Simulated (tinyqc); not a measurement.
Stacked nanosheet transistor, parasitic resistance, capacitance and delay: effect of the sheet width.

Ns sheets share one contact on top; each has perimeter p = 2 (Ws + ts) and cross-section A = Ws ts; contact width Wc = Ws + 10 nm, stack height Hs = Ns pv. Sheet 1 is the top one. Contact length Lc = CPP - Lg - 2 Lsp, shared by two neighbouring gates. Source and drain sides are equal. The formulas are first-order estimates, not field solutions.

Epitaxy sheet resistance Rsh = re/te, transfer length LT = sqrt(rc/Rsh), contact Rc = [sqrt(rc Rsh)/Wc] coth(Lc/(2 LT)); extension of one sheet Rx = rx Lsp/A. With N sheets: gate Cg = Cinv p N Lg; per side, plate Cp = ks eps0 [Wc (Hs + Hc) - N A]/Lsp, top fringe Cf = (2/pi) ks eps0 Wc ln(1 + Lg/(2 Lsp)), overlap Co = Cinv p N Lov. One sheet: I = p Q vx u/(1 + |u|^1.8)^(1/1.8), Q = Cinv n Vt ln(1 + exp((Vg' - VT + dl Vd')/(n Vt))), u = Vd' mu/(vx Lg), Vg' = Vgs - v, Vd' = Vds - 2 v, with the drop on each side v_j = Rc sum I + rv (sum over levels k = 2..j of the current of sheets k..Ns) + Rx I_j. Ieff = [I(Vgs = Vdd, Vds = Vdd/2) + I(Vdd/2, Vdd)]/2, total currents. With Cs = Cp + Cf + Co, the load of an inverter of two such devices driving an equal one is CL = 2 (Cg + 2 Cs) + 4 Cs + Cw (own drains counted twice for the Miller effect); delay CL Vdd/(2 Ieff).

Values chosen for this exercise; values close to those of silicon logic devices: temperature T = 300 K; number of sheets Ns = 4; sheet thickness ts = 4 nm; vertical pitch of the sheets pv = 18 nm; vertical resistance between sheet levels rv = 179 ohm; contacted gate pitch CPP = 54 nm; gate length Lg = 14 nm; spacer length Lsp = 5 nm; relative permittivity of the spacer ks = 7; gate height above the channel stack Hc = 15 nm; contact resistivity rc = 3.4e-9 ohm cm^2; resistivity of the source-drain epitaxy re = 0.00024 ohm cm; current-carrying depth of the epitaxy te = 20 nm; resistivity of the extension rx = 0.0014 ohm cm; gate overlap Lov = 1 nm; inversion capacitance Cinv = 2.9 uF/cm^2; injection velocity vx = 8.7e6 cm/s; apparent mobility mu = 170 cm^2/(V s); threshold at zero drain voltage VT = 0.27 V; barrier lowering dl = 0.047 V/V; subthreshold factor n = 1.24; wire load Cw = 0.33 fF; supply voltage Vdd = 0.6 V.

Constants: q = 1.602176634e-19 C, kB = 1.380649e-23 J/K, eps0 = 8.8541878128e-12 F/m, Vt = kB T/q. Results are converted to the units shown.

Result of one run:
```
Rc (ohm)  Rx/N (ohm)  Ieff (uA)  CL (aF)  delay (ps)
1292           546.9      28.98    577.8       5.981
```

Which sheet width Ws gave this result: 8, 12, 35 or 70 nm?

Ws = 8 nm.

The whole series:
```
Ws (nm)  Rc (ohm)  Rx/N (ohm)  Ieff (uA)  CL (aF)  delay (ps)
8            1292       546.9      28.98    577.8       5.981
12           1057       364.6      37.72    640.5       5.094
18          830.8       243.1      50.18    734.5       4.391
25          664.7       175.0      64.07    844.2       3.953
35          517.0       125.0      82.96     1001       3.619
50          387.7       87.50      109.6     1236       3.382
70          290.8       62.50      142.7     1549       3.256
```

As Ws goes from 8 to 70 nm, Ieff rises from 29.0 to 143 uA, CL rises from 578 to 1550 aF and the delay falls from 5.98 to 3.26 ps. From the first row to the last Ieff grows by a factor of 4.93 and CL by 2.68; the first step changes the delay by -15 %, the last by -3.7 %.

tinyqc, about 0.08 s, one thread, Intel Xeon 2.30GHz (shared host): `OMP_NUM_THREADS=1 python tinyqc.py 2170087 2170088 out.jsonl`
